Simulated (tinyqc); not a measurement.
# The trial binding against the radius

Model: donor or exciton in a quantum well (variational effective-mass method). Computed by tinyqc, a small Python program. Command: `OMP_NUM_THREADS=1 python tinyqc.py 3027839 3027840 out.jsonl welldonor sweep`. One thread of a shared host (Intel(R) Xeon(R) Processor @ 2.30GHz), about 0.06 s of CPU time with the checks.

H = -nabla^2 - 2/|r - r_i| + V(z) in effective units; trial function psi = f(z) exp(-|r - r_i|/lambda), f the ground state of the well. Mass and screening are the same in well and barrier; l = L/a* is the width in effective units. Bands are flat: no polarisation or applied field.

Inputs (values chosen for the exercise, modelled on InAs):
```
quantity                               value  unit
electron mass m                       0.0255   m_0
dielectric constant eps                 14.9     -
well width L                              20    nm
donor position z_i/L from the centre     0.2     -
```

Centre: donor. Barriers: infinite.

Constants: Ry = 13.605693123 eV; a_0 = 0.529177210903 angstrom.

Method:
- Ry* = Ry m/eps^2, a* = a_0 eps/m; l = L/a*.
- k = pi/l; f = cos(k z) inside and zero outside; subband energy k^2 Ry*.
- Binding E_b(lambda) = -1/lambda^2 + 4 A/(lambda B), with A = int f^2 exp(-2 s/lambda) dz, B = int f^2 exp(-2 s/lambda)(1 + 2 s/lambda) dz and s = |z - z_i|; 40 Gauss-Legendre points on each piece between the walls at z = -l/2 and l/2 and z_i.

One run for each value:
```
trial radius lambda (a*)  E_b(lambda) (Ry*)   B (a*)
0.4                                  0.3350  0.26540
0.6                                  2.0312  0.29087
0.8                                  2.2650  0.30271
1.0                                  2.1913  0.30912
1.2                                  2.0469  0.31296
1.4                                  1.8947  0.31544
1.6                                  1.7525  0.31714
1.8                                  1.6248  0.31834
2.0                                  1.5114  0.31923
```

Over the rows, E_b(lambda) (Ry*) goes from 0.335 through a maximum among these rows, 2.26 at 0.800, to 1.51; B (a*) rises from 0.265 to 0.319 (exponent d ln y / d ln x 0.23 between the first rows and 0.026 between the last). A small radius costs kinetic energy as 1/lambda^2 and a large one loses attraction.

Extremes, crossings and ranges named in words are read from the listed rows.
